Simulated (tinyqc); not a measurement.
## Delta-doped HEMT, charge control: effect of the share of ns that counts in the confining field

A two-dimensional electron gas of density ns under a barrier. EF and the subbands are counted from the conduction-band edge of the channel at the interface. Two subbands of a triangular well with an infinite wall, parabolic band, no carriers in the barrier.

Fully depleted barrier with eb = ebr: Vp = q ND (d - ds)/(eps0 eb); donors per area ND; Voff = phiB - dEc - Vp. F = q (eta ns + Nb)/(eps0 ec) in eV/nm; E_k = a_k (C F^2/me)^(1/3), a_0 = 2.338107, a_1 = 4.087949, C = hbar^2/(2 m0); D = me m0 q/(pi hbar^2); ns = D Vt [ln(1 + exp((EF - E_0)/Vt)) + ln(1 + exp((EF - E_1)/Vt))], which gives EF = E_0 + Vt ln{2 s/[(1 + u) + sqrt((1 + u)^2 + 4 u s)]} with s = exp(ns/(D Vt)) - 1, u = exp((E_0 - E_1)/Vt). Charge control: ns + Nb = eps0 eb (Vg - Voff - EF)/(q d). Gate capacitance C = q dns/dVg = eps0 eb/(d + dd), dd = (eps0 eb/q) dEF/dns.

Inputs (values chosen for the exercise); material values close to those of AlGaAs on InGaAs:
```
symbol,value,unit,meaning
T,300,K,temperature
d,36,nm,barrier thickness from gate to channel
ds,3.5,nm,undoped spacer next to the channel
me,0.0569,m0,electron mass in the channel
ec,13,,relative permittivity of the channel
ebr,12.4,,relative permittivity of the barrier
phiB,1.01,eV,barrier height of the gate
dEc,0.329,eV,conduction-band offset
ND,5.3e12,cm^-2,sheet density of the donor plane at ds from the channel
Nb,0,cm^-2,depletion charge of the buffer
Vg,0,V,gate voltage
```

Constants: q = 1.602176634e-19 C, kB = 1.380649e-23 J/K, hbar = 1.054571817e-34 J s, m0 = 9.1093837015e-31 kg, Vt = kB T/q, eps0 = 8.8541878128e-14 F/cm where lengths are in cm, hbar^2/(2 m0) = 0.0380998212 eV nm^2. Results are converted to the units shown.

The same in every row: Voff (V) = -1.8326.

Effect of the share of ns that counts in the confining field:

| eta | ns (cm^-2) | EF (eV) | EF - E_0 (eV) | second subband (%) | dd (nm) | C (uF/cm^2) | EF/dEc |
|---|---|---|---|---|---|---|---|
| 0.4 | 3.0301e12 | 0.24078 | 0.10623 | 16.341 | 4.4507 | 0.27142 | 0.73186 |
| 0.5 | 2.9848e12 | 0.26456 | 0.10999 | 12.125 | 4.9311 | 0.26824 | 0.80414 |
| 0.6 | 2.9446e12 | 0.28567 | 0.11269 | 8.7741 | 5.3685 | 0.26540 | 0.86830 |
| 0.7 | 2.9086e12 | 0.30462 | 0.11448 | 6.1974 | 5.7643 | 0.26288 | 0.92588 |
| 0.8 | 2.8759e12 | 0.32179 | 0.11551 | 4.2895 | 6.1209 | 0.26066 | 0.97808 |
| 0.9 | 2.8460e12 | 0.33752 | 0.11594 | 2.9268 | 6.4436 | 0.25868 | 1.0259 |
| 1 | 2.8182e12 | 0.35208 | 0.11593 | 1.9818 | 6.7397 | 0.25689 | 1.0702 |

As eta goes from 0.4 to 1, ns falls from 3.03e12 to 2.82e12 cm^-2, EF rises from 0.241 to 0.352 eV and C falls from 0.271 to 0.257 uF/cm^2. Voff stays at -1.83 V. EF exceeds the band offset for eta = 0.9, 1, where the model no longer holds. For eta = 0.5, 0.6, 0.7, 0.8 EF is within a fifth of the offset, so the levels of an infinite wall are unreliable. For eta = 0.4, 0.5, 0.6, 0.7, 0.8 the band minimum in the barrier comes within 3 Vt of EF or below it, so the barrier is no longer depleted and takes electrons that the model puts in the channel. EF exceeds 0.2 eV for eta = 0.4, 0.5, 0.6, 0.7, 0.8, 0.9, 1, where non-parabolicity matters for so light a mass.

Numbers from tinyqc (`OMP_NUM_THREADS=1 python tinyqc.py 2180110 2180111 out.jsonl`; about 0.01 s on one thread of a shared Intel Xeon 2.30GHz).
